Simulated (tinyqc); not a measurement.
Worked calculation: plasmons of a degenerate electron gas in the random-phase approximation. Values are carried at full precision from step to step, so a last printed digit may differ when a step is redone from the rounded ones.

Zero temperature, parabolic band: kF = (3 pi^2 n)^(1/3), EF = c kF^2/m, Ep^2 = 8 pi c e2 n/(m eb), qTF^2 = 6 pi e2 n/(eb EF), c = hbar^2/2m0, e2 = e^2/(4 pi eps0), n in 1/angstrom^3 (1e-24 per 1/cm^3).

Constants: hbar^2/2m0 = 3.80998211 eV angstrom^2; e^2/(4 pi eps0) = 14.39964547 eV angstrom; a0 (Bohr radius) = 0.5291772105 angstrom.

Inputs chosen for the exercise (a free-electron density near that of K; not measured data): n = 1.36e+22 1/cm^3 (electron density); m = 1 m0 (mass); eb = 1 (background dielectric constant); q = 0.19 1/angstrom (wave vector); E = 1.91 eV (energy transfer); qp = 0.426 1/angstrom (wave vector of the plasmon).

## Scales of the gas

Also rs = (3/(4 pi n))^(1/3) m/(a0 eb).

kF = 0.73845 1/angstrom
EF = 2.0776 eV
Ep = 4.3304 eV
qTF = 1.3330 1/angstrom
hbar vF = 5.6269 eV angstrom
rs = 4.911

Ep/EF = 2.084. With rs above 1 exchange and correlation, left out here, lower the dispersion noticeably.

## The dielectric function at one point

Lindhard function: eps(q, E)/eb = 1 + (qTF/q)^2 (f1 + i f2) with z = q/(2 kF), u = E/(hbar vF q), hbar vF = 2 c kF/m; f1 = 1/2 + [h(z - u) + h(z + u)]/(8 z), h(x) = (1 - x^2) ln|(x + 1)/(x - 1)|; f2 = pi u/2 for z + u < 1, (pi/(8 z))(1 - (z - u)^2) for |z - u| < 1 < z + u, else 0. Pairs exist for c (q^2 - 2 q kF)/m < E < c (q^2 + 2 q kF)/m.

Give also the loss function Im(-eb/eps).

z, u: 0.1286  1.7865

f1, f2: -0.1311  0.0000

eps/eb = -5.451
loss function = 0.000

The point lies outside the pair continuum: eps is real, and there is loss only on the plasmon line eps = 0.

## The plasmon at one wave vector

Solve f1 (qTF/q)^2 = -1 above the continuum, and compare with E^2 = Ep^2 + (3/5)(hbar vF q)^2 + (c q^2/m)^2.

top of the continuum = 3.089 eV
plasmon energy = 4.788 eV
short formula = 4.762 eV

The plasmon lies 1.7 eV above the continuum and 10.6 % above Ep; the short formula errs by -0.54 %.

## Where Landau damping starts

Find qc at which the plasmon meets the top of the continuum, eps(qc, c (qc^2 + 2 qc kF)/m) = 0, and compare with Ep/(hbar vF).

qc = 0.7534 1/angstrom
qc/kF = 1.020
energy there = 6.402 eV
Ep/(hbar vF) = 0.7696 1/angstrom

The simple estimate is 1.021 times qc.

## Checks

- F-sum of the loss function at q = 1.3 qc over (pi/2) Ep^2 against 1: both 1.00.
- f1 at E = 0 and z = 0.6 against the static Lindhard function: both 0.86968.

Computed by tinyqc, a small Python program: `OMP_NUM_THREADS=1 python tinyqc.py 1681046 1681047 out.jsonl` (the numbers bound the seed that draws the inputs); one thread of a shared host (Intel(R) Xeon(R) Processor @ 2.30GHz), about 0.01 s for the whole set of steps.
